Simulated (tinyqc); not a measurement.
Ion-assisted plasma etching: sheath, surface coverage, synergy and aspect-ratio dependence: one step, computed by the program tinyqc. Command: `OMP_NUM_THREADS=1 python tinyqc.py 3024224 3024225 out.jsonl etch walk`. One thread of a shared host (Intel(R) Xeon(R) Processor @ 2.30GHz), about 0.08 s of CPU time with the checks.

Radicals adsorb on bare sites; ions remove covered sites with a high yield and bare sites by sputtering; a slow spontaneous reaction acts everywhere, walls included.

Question. Fluxes. Bohm speed u_B = sqrt(e T_e/M_i); ion flux G_i = 0.61 n_e u_B; radical flux G_n = n c/4 with c = sqrt(8 k_B T_g/(pi M_n)).

Inputs (values chosen for the exercise, close to those used for silicon in a halogen plasma):
```
quantity                    value    unit
plasma density n_e        1.9e+10  1/cm^3
electron temperature T_e      2.8      eV
ion mass M_i                   71       u
radical density n         2.6e+13  1/cm^3
radical mass M_n             35.5       u
gas temperature T_g           400       K
```

Feature: round hole.

Constants: e = 1.602176634e-19 C; u = 1.6605390666e-27 kg; k_B = 1.380649e-23 J/K.

Give: Bohm speed; ion flux G_i; radical speed c; radical flux G_n; flux ratio G_n/G_i.

Answer.

Bohm speed = 1.951e+05 cm/s

ion flux G_i = 2.261e+15 1/(cm^2 s)

radical speed c = 48843 cm/s

radical flux G_n = 3.175e+17 1/(cm^2 s)

flux ratio G_n/G_i = 140.4
